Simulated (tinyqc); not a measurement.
# Electron continuity equation in a given potential, Scharfetter-Gummel discretisation: current and errors against the applied potential

Steady state in one dimension: J = q mu n E + q D dn/dx with E = -dpsi/dx and D = mu Vt, dJ/dx = q (n/tau - G), fixed densities nL and nR at the ends. The potential is given, psi = U (x/L)^2, and is not changed by the electrons.

10 equal intervals. Fluxes J_i = (q D/h)(n_(i+1) P_i - n_i Q_i), d_i = (psi_(i+1) - psi_i)/Vt: Scharfetter-Gummel P = B(d), Q = B(-d), B(d) = d/(exp(d) - 1); central P = 1 - d/2, Q = 1 + d/2; upwind P = 1 + max(-d, 0), Q = 1 + max(d, 0). Balance at each inner node: J_i - J_(i-1) = q h (n_i/tau - G). The reference is Scharfetter-Gummel on 4000 intervals or more. Errors are those of J on the first interval against the reference at its midpoint; errors under 1e-6 % are printed as 0.

Values chosen for this exercise; mobility close to that of cadmium telluride at room temperature:
```
symbol   value        unit                  meaning
T          450           K              temperature
mu         991  cm^2/(V s)        electron mobility
L          6.8          um     length of the region
nL      3.2e13       cm^-3         density at x = 0
nR           0       cm^-3         density at x = L
tau     1.9e-8           s                 lifetime
G            0  cm^-3 s^-1  uniform generation rate
```

Constants: q = 1.602176634e-19 C, kB = 1.380649e-23 J/K, Vt = kB T/q. Results are converted to the units shown.

Current and errors against the applied potential:
columns A: U (V); B: largest |d|; C: reference J (A/cm^2); D: SG error (%); E: central error (%); F: upwind error (%); G: most negative central n (cm^-3), 0 if none
```
A             B         C        D        E     F         G
-0.019  0.09309   -0.2967  -0.0515  -0.0762  2.21         0
-0.078   0.3822   -0.1830   -0.227   -0.935  14.2         0
-0.19    0.9309  -0.07605   -0.280    -4.35  41.5         0
-0.39     1.911  -0.04134   -0.259    -2.18  28.3         0
-0.58     2.842  -0.03241   -0.416    -2.71  20.6   -3.56e7
-0.85     4.165  -0.02540   -0.718    -4.29  21.0   -3.07e8
-1.2      5.880  -0.02010    -1.22    -6.73  24.8  -4.27e10
-1.7      8.329  -0.01560    -2.15    -7.92  30.4  -1.93e11
```

The reference current rises from -0.297 to -0.0156 A/cm^2. The largest errors in size are 2.1 % (Scharfetter-Gummel), 7.9 % (central) and 41 % (upwind). Central differences give negative densities for U = -0.58, -0.85, -1.2, -1.7 V; these rows have |d| above 2, which makes negative values possible though not certain.

Computed by the program tinyqc: `OMP_NUM_THREADS=1 python tinyqc.py 2220036 2220037 out.jsonl`, one thread of a shared Intel Xeon 2.30GHz, about 0.01 s for the whole run.
